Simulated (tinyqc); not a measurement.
Thickness and doping from the maximum and minimum capacitance.

Question. A MOS capacitor has Cmax = Cox = eps0 eox/tox and 1/Cmin = 1/Cox + Wm/(eps0 eps_r), with Wm = sqrt(4 eps0 eps_r Vt ln(N/ni)/(q N)) and N well above ni. Find tox, Wm and N.

Parameters, values chosen for the exercise; band and dielectric values close to those of germanium:
- T = 325 K (temperature)
- eps_r = 16.1 (relative permittivity)
- eox = 9.15 (relative permittivity of the gate insulator (close to aluminium oxide))

Constants: q = 1.602176634e-19 C, kB = 1.380649e-23 J/K, Vt = kB T/q, eps0 = 8.8541878128e-14 F/cm where lengths are in cm. Results are converted to the units shown.

Cmax = 1.9289481 uF/cm^2
Cmin = 0.36996113 uF/cm^2
ni = 7.0822724e13 cm^-3

Solution. Cmax gives tox and the series difference Wm. N follows by iterating N = 4 eps0 eps_r Vt ln(N/ni)/(q Wm^2); ln(N/ni)/N falls steadily for N > e ni, so there is one root in that range.

tox = 4.200 nm
Wm = 31.14 nm
N = 9.800e17 cm^-3

Computed by the program tinyqc: `OMP_NUM_THREADS=1 python tinyqc.py 2060063 2060064 out.jsonl`, one thread of a shared Intel Xeon 2.30GHz, about 0.01 s for the whole run.
